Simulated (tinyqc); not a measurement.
# Ellipsometry and reflectance of a transparent film on an absorbing substrate, step by step

Computed by the program tinyqc: `OMP_NUM_THREADS=1 python tinyqc.py 2870137 2870138 out.jsonl`, one thread of a shared Intel Xeon 2.30GHz, about 0.4 s for the whole run. Printed values are rounded.

Air (index 1), film, substrate with N2 = n2 - i k2; time factor exp(+i w t). q_j = sqrt(N_j^2 - sin^2 th), root with positive real part. Fresnel coefficients r_s = (q_a - q_b)/(q_a + q_b), r_p = (N_b^2 q_a - N_a^2 q_b)/(N_b^2 q_a + N_a^2 q_b). tan(Psi) exp(i Delta) = R_p/R_s, Delta taken from 0 to 360 degrees.

Parameters, values chosen for the exercise; indices close to those of photoresist on silicon:

| symbol | value | unit | meaning |
|---|---|---|---|
| lam | 632.8 | nm | wavelength |
| th | 70 | degrees | angle of incidence |
| n1 | 1.631 |  | index of the transparent film |
| d | 290 | nm | film thickness |
| n2 | 3.882 |  | index of the substrate |
| k2 | 0.019 |  | extinction coefficient of the substrate |

## Interface coefficients and thickness period

q0, q1, q2 and the coefficients r01 and r12 for p and s; the results repeat in d with the period lam/(2 q1).

q0 = 0.342020
q1 = 1.33309
q2 = 3.76655-0.01958i
r01,p = -0.188711
r01,s = -0.591645
r12,p = 0.334454-0.002038i
r12,s = -0.477190+0.002008i
period = 237.343 nm

## Psi, Delta and reflectances

beta = 2 pi d q1/lam, X = exp(-2 i beta), R = (r01 + r12 X)/(1 + r01 r12 X) for p and s.

beta = 3.83859 rad
X = 0.175876-0.984412i
R_p = -0.153665-0.323510i
R_s = -0.711329+0.259669i
Psi = 25.3126 degrees
Delta = 84.6471 degrees
|R_p|^2 = 0.128272
|R_s|^2 = 0.573417

The bare substrate gives Psi = 10.57 and Delta = 179.23 degrees.
